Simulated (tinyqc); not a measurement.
Two-mode optical phonons of a ternary alloy from two coupled oscillators. From eps_s back to fraction x of A. Computed by tinyqc, a small Python program. Command: `OMP_NUM_THREADS=1 python tinyqc.py 3004581 3004582 out.jsonl twomode inv`. One thread of a shared host (Intel(R) Xeon(R) Processor @ 2.30GHz), about 0.02 s of CPU time with the checks.

An alloy A(x)B(1-x)C has an A-C and a B-C bond oscillator. Each TO frequency moves linearly from the impurity mode (dilute end) to the TO of the pure crystal; each strength is proportional to the number of bonds.

Inputs (values chosen for the exercise, modelled on In(x)Ga(1-x)As, with A-C the InAs-like and B-C the GaAs-like bond):
```
quantity                  value  unit
omega_TO of pure AC       216.1  1/cm
omega_LO of pure AC       237.6  1/cm
omega_TO of pure BC       265.6  1/cm
omega_LO of pure BC         290  1/cm
eps_inf of AC              12.5     -
eps_inf of BC              11.1     -
impurity mode of A in BC  231.5  1/cm
impurity mode of B in AC  245.8  1/cm
```

Method:
- omega_1 = (impurity mode of A) + x (omega_TO,AC - impurity mode of A); omega_2 = (impurity mode of B) + (1 - x)(omega_TO,BC - impurity mode of B); eps_inf = x eps_AC + (1 - x) eps_BC; strengths W_1 = x eps_AC (omega_LO,AC^2 - omega_TO,AC^2), W_2 = (1 - x) eps_BC (omega_LO,BC^2 - omega_TO,BC^2).
- eps(omega) = eps_inf + W_1/(omega_1^2 - omega^2) + W_2/(omega_2^2 - omega^2) = 0 is the eigenproblem of the matrix [[omega_1^2 + W_1/eps_inf, sqrt(W_1 W_2)/eps_inf], [sqrt(W_1 W_2)/eps_inf, omega_2^2 + W_2/eps_inf]] for omega_LO^2.
- Uncoupled values keep the diagonal alone. eps_s = eps_inf + W_1/omega_1^2 + W_2/omega_2^2.

Problem. A run gave the result below. Find the fraction x of A, known to lie between 0.59 and 0.95.

eps_s = 14.88558

Solution.

Each step takes the trial c = (a f_b - b f_a)/(f_b - f_a), f being the result less the target and a, b, c the logarithms of the listed values; c replaces end b, the old b replaces a if the sign of f changed, and otherwise f_a is halved.

Scan of the range:
```
fraction x of A    eps_s
0.590            14.3372
0.639            14.4294
0.692            14.5293
0.749            14.6367
0.811            14.7537
0.877            14.8784
0.950            15.0164
```

False position (Illinois rule, in the logarithm of the input) inside the bracket:
```
step     end a     end b     trial    eps_s
1     0.877000  0.950000  0.880657  14.8853
2     0.950000  0.880657  0.880795  14.8856
3     0.950000  0.880795  0.880806  14.8856
4     0.880795  0.880806  0.880801  14.8856
```

eps_s rises at every point of a 13-point scan of the range (every second point is shown), so one value fits; it is bracketed by 0.877 and 0.950. Answer: fraction x of A = 0.8808.
